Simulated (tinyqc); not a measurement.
Undoped symmetric double-gate MOSFET, analytic potential model: one step of the calculation.

An undoped body of thickness ts between two equal insulators and tied gates; long channel, electrons only, n = ni exp((psi - V)/Vt) with V the quasi-Fermi potential (0 at the source, Vd at the drain), constant mobility, no quantisation. Across the body psi(x) = V - 2 Vt ln[(ts/(2 beta)) sqrt(q ni/(2 eps0 eps_r Vt)) cos(2 beta x/ts)], x from the centre. Q is the electron charge per area of the whole body.

Task. beta at the source by Newton steps. With V = 0: f = ln(beta) - ln(cos beta) + 2 r beta tan(beta) - (Vg - V0)/(2 Vt); f' = 1/beta + tan(beta) + 2 r [tan(beta) + beta/cos^2(beta)]; beta(new) = beta - f/f'.

Inputs (values chosen for the exercise): temperature T = 400 K; gate voltage Vg = 0.35 V.

Constants: q = 1.602176634e-19 C, kB = 1.380649e-23 J/K, Vt = kB T/q. Results are converted to the units shown.

beta at the start = 0.5
r = 0.45267857
V0 = 0.48324740 V

Find: f; f'; beta after iteration 1.

Result.

f = 1.618
f' = 3.629
beta after iteration 1 = 0.05422

Computed by the program tinyqc: `OMP_NUM_THREADS=1 python tinyqc.py 2440090 2440091 out.jsonl`, one thread of a shared Intel Xeon 2.30GHz, about 0.02 s for the whole run.
